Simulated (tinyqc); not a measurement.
Trap and transport parameters from the curve.

Problem. A layer shows an ohmic current q n0 mu V/L, then a square law (9/8) th eps0 eps_r mu V^2/L^3 above Vx = 8 q n0 L^2/(9 th eps0 eps_r), and trap filling at V_TFL = q Nt L^2/(2 eps0 eps_r). th = y/(1 + y), y = (Nc/Nt) exp(-Et/kB T). The square-law current at V is given. Find th, n0, Nt and Et.

Parameters, values chosen for the exercise:
- T = 350 K (temperature)
- eps_r = 8.2 (relative permittivity)
- mu = 17 cm^2/(V s) (mobility)
- L = 4200 nm (thickness)
- Nc = 2e19 cm^-3 (band density of states)
- V = 7.3 V (voltage)

Constants: q = 1.602176634e-19 C, kB = 1.380649e-23 J/K, Vt = kB T/q, eps0 = 8.8541878128e-14 F/cm where lengths are in cm. Results are converted to the units shown.

Mott-Gurney J = 0.042636856 A/cm^2
Vx = 2.9989712 V
V_TFL = 58.389889 V

Solution. The square law gives th, Vx gives n0, V_TFL gives Nt, and th with Nt gives Et.

th = 0.004269
n0 = 3.700e11 cm^-3
Nt = 3.000e15 cm^-3
Et = 0.4300 eV

Program tinyqc, `OMP_NUM_THREADS=1 python tinyqc.py 2370091 2370092 out.jsonl`; Intel Xeon 2.30GHz, shared host, one thread, about 0.01 s.
